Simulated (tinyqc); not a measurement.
# Thermal resistances of a two-die stack

Question. Heat leaves through the lower die only, and the system is linear. Find the resistance R1 from the lower die to the coolant, R2 between the dies, and the rise of the upper die when both are powered.

Parameters, values chosen for the exercise:
- P1 = 29 W (power of the lower die)
- P2 = 12 W (power of the upper die)

rises of the lower and upper die with only the lower one powered (K): [18.56, 18.56]
rises of the lower and upper die with only the upper one powered (K): [7.68, 11.16]

Answer. With only the lower die powered no heat crosses R2, so both dies rise by P1 R1; the difference in the second test is P2 R2; rises add.

R1 = 0.640 K/W
R2 = 0.290 K/W
rise of the upper die = 29.7 K

tinyqc, about 0.02 s, one thread, Intel Xeon 2.30GHz (shared host): `OMP_NUM_THREADS=1 python tinyqc.py 2162082 2162083 out.jsonl`
